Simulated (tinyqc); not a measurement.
Inside a calculation: quantum-confined Stark effect in a modulator well. Values are carried at full precision from step to step, so a last printed digit may differ when a step is redone from the rounded ones.

Constants: hbar^2/2m0 = 3.80998211 eV angstrom^2; e^2/(4 pi eps0) = 14.39964547 eV angstrom; hc = 1239.841984 eV nm.

Parameters, chosen for this exercise (near those of a GaAs well in AlGaAs; the results hold for these values, not for the real material):

| symbol | value | unit | meaning |
|---|---|---|---|
| L | 142 | angstrom | well width |
| me | 0.0659 | m0 | electron, well |
| mh | 0.338 | m0 | heavy hole along z, well |
| F | 48 | kV/cm | field |
| Vc | 0.237 | eV | conduction offset |
| Vv | 0.133 | eV | heavy-hole offset |
| meb | 0.0905 | m0 | electron, barrier |
| mhb | 0.409 | m0 | heavy hole, barrier |
| Eg | 1.45 | eV | gap of the well |
| mp | 0.16 | m0 | heavy hole in the plane |
| eps | 12.5 |  | dielectric constant |
| dE | 12 | meV | operating point below the zero-field line |
| G | 4 | meV | half width of the exciton line |

## Estimate for hard walls

Second order: each level moves by -C m (e F)^2 L^4/(2c), C = (15/pi^2 - 1)/(24 pi^2), c = hbar^2/2m0, 1 kV/cm = 1e-5 eV/angstrom. It holds while e F L is no more than about twice 3 c pi^2/(m L^2).

Estimate:

| carrier | shift (meV) | e F L over the level spacing |
|---|---|---|
| electron | -1.78 | 0.80 |
| heavy hole | -9.12 | 4.12 |

The hole, 5.1 times heavier, carries 84 % of the estimated shift; for it the ratio exceeds 3, so second order overstates its shift, by 13 % at a ratio of 3 and 60 % at 8.

## Levels and envelopes

Envelopes on cells of 0.5 angstrom over the well |z| < L/2 and 45 angstrom of barrier on each side, psi = 0 beyond, psi'/m continuous (mean mass between points), c = hbar^2/2m0. The electron sees + e F z and the hole - e F z, each with its offset in the barriers; 1 kV/cm = 1e-5 eV/angstrom. Light holes, band mixing and escape by tunnelling are left out.

Ground levels, squared overlap and separation <z>_h - <z>_e without and with the field.

Results:

| F (kV/cm) | E_e (meV) | E_h (meV) | overlap^2 | separation (angstrom) |
|---|---|---|---|---|
| 0 | 17.88 | 4.22 | 0.992 | 0.0 |
| 48 | 13.52 | -6.94 | 0.350 | 54.5 |

The electron level moves by -4.36 meV (2.5 times the hard-wall estimate, since it leaks into the barriers and sees a wider well) and the hole level by -11.16 meV (1.22 times). For the hole, saturation lowers the shift and leakage raises it, so a ratio near 1 is a coincidence.

## Exciton

Exciton: in-plane function exp(-rho/lam), 1/mu = 1/me + 1/mp, E(lam) = c/(mu lam^2) - (q/eps) times the integral over k of Fm(k)(1 + (k lam/2)^2)^(-3/2), Fm(k) the double integral of psi_e^2 psi_h^2 exp(-k |z - z'|), q = e^2/(4 pi eps0); binding Eb = -E at the minimum. Line at Eg + E_e + E_h - Eb, strength proportional to overlap^2/lam^2.

Minimise over lam without and with the field.

Results:

| F (kV/cm) | lam (angstrom) | Eb (meV) | line (eV) | nm | overlap^2/lam^2 (1e-4/angstrom^2) |
|---|---|---|---|---|---|
| 0 | 131.6 | 7.81 | 1.4643 | 846.7 | 0.5729 |
| 48 | 159.8 | 6.13 | 1.4504 | 854.8 | 0.1368 |

The weaker binding gives back 1.67 meV of the red shift, leaving 13.8 meV; the strength falls to 24 %.

## Contrast at the operating point

With a Gaussian line of half width G, the absorption at E_op = line(0) - dE is proportional to strength x exp(-ln2 ((E_op - line)/G)^2); continuum absorption is left out. Give it at both fields, relative to the zero-field peak.

E_op = 1.4523 eV
wavelength = 853.7 nm

absorption without and with the field: 0.0020  0.21

The field changes the absorption by +0.20 of the zero-field peak. With dE above 2G the Gaussian tail at zero field is weak; real tails fall only exponentially and absorb more.

## Checks

- Zero-field levels against the matching condition of the square well, meV: largest difference 1.9e-02.
- Slope d(E_e + E_h)/dF against minus the separation (Hellmann-Feynman), angstrom: both -54.5.

tinyqc: `OMP_NUM_THREADS=1 python tinyqc.py 1251512 1251513 out.jsonl`; about 0.1 s, one thread, shared Intel(R) Xeon(R) Processor @ 2.30GHz.
